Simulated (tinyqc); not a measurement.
Model-solid line-up of a strained alloy layer on a substrate: sweeps and comparisons. A value that a table varies takes the place of the one given here.

All values of the alloy are linear in x but the gap, Eg(x) = (1 - x) Eg_A + x Eg_B - C x (1 - x), and the valence edge, Ev(x) = (1 - x) Ev_A + x Ev_B + fv C x (1 - x); Ec = Ev + Eg. Ev is the top of the unstrained valence band on a scale common to all materials. In the layer only the Gamma valley of the conduction band is followed, also where an X or L valley would lie lower.

Coherent growth on a (001) face: e_par = (a_s - a)/a, e_perp = -2 (C12/C11) e_par; exx = eyy = e_par, ezz = e_perp, no shear.

Strained edges: Ec + ac tr(e); the valence edges are Ev plus the levels of the 6 x 6 matrix of X, Y, Z times spin with -Dso/3 + l exx + m (eyy + ezz) on the diagonal (cyclic), n exy off it, l = av + 2 b, m = av - b, n = sqrt(3) d. Spin-orbit term (Dso/3) L.sigma on X, Y, Z with (L_k)_ij = -i epsilon_kij: <X+|H|Y+> = -i Dso/3, <X+|H|Z-> = Dso/3, <Y+|H|Z-> = -i Dso/3, <Z+|H|X-> = -Dso/3, <Z+|H|Y-> = i Dso/3, <X-|H|Y-> = i Dso/3, and their conjugates; + and - are the spin along z.

dEc = Ec(substrate) - Ec(layer), dEv = Ev(layer) - Ev(substrate); positive values confine the carrier in the layer. Type I: both of one sign; type II: opposite signs; type III: the gaps do not overlap.

Coherent growth: e_par = (a_s - a)/a. (001): e_perp = -2 (C12/C11) e_par; exx = eyy = e_par, ezz = e_perp, no shear. (111): e_perp = -(2 C11 + 4 C12 - 4 C44)/(C11 + 2 C12 + 4 C44) e_par; exx = eyy = ezz = (2 e_par + e_perp)/3 and exy = eyz = ezx = (e_perp - e_par)/3. (110): e_perp = -(C11 + 3 C12 - 2 C44)/(C11 + C12 + 2 C44) e_par; exx = eyy = (e_par + e_perp)/2, ezz = e_par, exy = (e_perp - e_par)/2, eyz = ezx = 0.

Inputs chosen for the exercise (A near GaAs, B near InAs, substrate near Ge; shifted at random, so the results belong to these values and not to a real crystal):
```
symbol  value           unit      meaning
a       (5.648, 6.064)  angstrom  lattice constant of A, B
Eg      (1.528, 0.412)  eV        gap at Gamma to the s-like level of A, B
Dso     (0.341, 0.391)  eV        spin-orbit splitting of A, B
Ev      (-0.81, -0.59)  eV        top of the unstrained valence band of A, B
ac      (-7.12, -5.05)  eV        conduction deformation potential of A, B
av      (1.14, 0.99)    eV        valence hydrostatic potential of A, B
b       (-1.99, -1.78)  eV        tetragonal shear potential of A, B
d       (-4.78, -3.6)   eV        trigonal shear potential of A, B
C11     (122.7, 82.6)   GPa       of A, B
C12     (56.5, 45.6)    GPa       of A, B
C44     (60.5, 39.8)    GPa       of A, B
C       0.526           eV        bowing of the gap
fv      0                         share of the bowing taken by the valence edge
a_s     5.666           angstrom  substrate
Eg_s    0.738           eV        lowest gap of the substrate
Ev_s    -0.35           eV        substrate valence edge
face    001                       growth face
x       0.22                      fraction of B
```

## Composition against offsets

Each composition is strained to the same substrate.

Results:
```
x     e_par (%)  relaxed gap (eV)  strained gap (eV)  valence splitting (meV)  dEc (eV)  dEv (eV)  type
0.02       0.17             1.495              1.473                       13    -0.289    -0.447     I
0.08      -0.27             1.400              1.413                       20    -0.240    -0.435     I
0.15      -0.78             1.294              1.329                       54    -0.185    -0.407     I
0.21      -1.21             1.206              1.260                       79    -0.140    -0.382     I
0.27      -1.64             1.123              1.192                      100    -0.096    -0.357     I
0.33      -2.06             1.043              1.126                      118    -0.055    -0.333     I
0.40      -2.55             0.955              1.052                      135    -0.010    -0.304     I
0.46      -2.97             0.884              0.990                      147     0.027    -0.279    II
```

What can be read from the table?

The alloy matches the substrate at x = 0.043, where the top valence edge changes its character and the splitting passes through zero. The strained gap runs from 1.473 to 0.990 eV, against 1.495 to 0.884 eV for the relaxed alloy: strain takes back part of the change that the composition makes. Strains above 2 % can be kept only in layers of a few nanometres. The type changes: I to II between x = 0.40 and 0.46. Offsets below about 50 meV are within the spread of parameter sets, so those rows do not settle the type.

## The same layer on three faces

Composition and substrate are kept.

Results:
```
face   e_perp (%)  tr(e) (%)  shift of Ec (meV)  shift of Ev (meV)  valence splitting (meV)  gap (eV)
(001)       1.217     -1.345               89.6               33.7                     82.3    1.2482
(111)       0.633     -1.929              128.5               28.6                     84.2    1.2922
(110)       0.752     -1.810              120.6               30.4                     85.3    1.2824
```

What can be read from the table?

The layer yields most along the normal on (001) and least on (111), so the volume change, and with it the shift of Ec, is largest on (111). The valence splitting, set by b on (001), by d on (111) and by both on (110), is largest on (110). The gaps span 44 meV, from (001) to (111).

## What each parameter does

Strained gap, valence splitting and offsets. Each row changes one parameter from the base and keeps the others.

Results:
```
case                      gap (eV)  splitting (meV)  dEc (eV)  dEv (eV)
base                        1.2482             82.3   -0.1322   -0.3779
x = 0.2                     1.2711             74.7   -0.1469   -0.3861
a_s = 5.646 angstrom        1.2634             99.3   -0.1566   -0.3688
C = 0.626 eV                1.2310             82.3   -0.1151   -0.3779
fv = 0.2                    1.2482             82.3   -0.1503   -0.3599
Ev_s = -0.3 eV              1.2482             82.3   -0.0822   -0.4279
Dso = (0.392, 0.45) eV      1.2482             84.3   -0.1322   -0.3779
ac = (-8.188, -5.807) eV    1.2616             82.3   -0.1457   -0.3779
d = (-5.497, -4.14) eV      1.2482             82.3   -0.1322   -0.3779
```

What can be read from the table?

The largest shifts from the base row, up to three for each result and ties (the steps differ in size, so this ranks the rows, not the parameters). gap (eV): x +0.0229, C -0.0172, a_s +0.0152; unchanged at the printed digits by fv, Ev_s, Dso and d. splitting (meV): a_s +17.0, x -7.6, Dso +2.0; unchanged at the printed digits by C, fv, Ev_s, ac and d. dEc (eV): Ev_s +0.0500, a_s -0.0244, fv -0.0181; unchanged at the printed digits by Dso and d. dEv (eV): Ev_s -0.0500, fv +0.0181, a_s +0.0092; unchanged at the printed digits by C, Dso, ac and d.

(tinyqc, `OMP_NUM_THREADS=1 python tinyqc.py 1050671 1050672 out.jsonl`, Intel(R) Xeon(R) Processor @ 2.30GHz, 1 thread, shared host, about 0.01 s.)
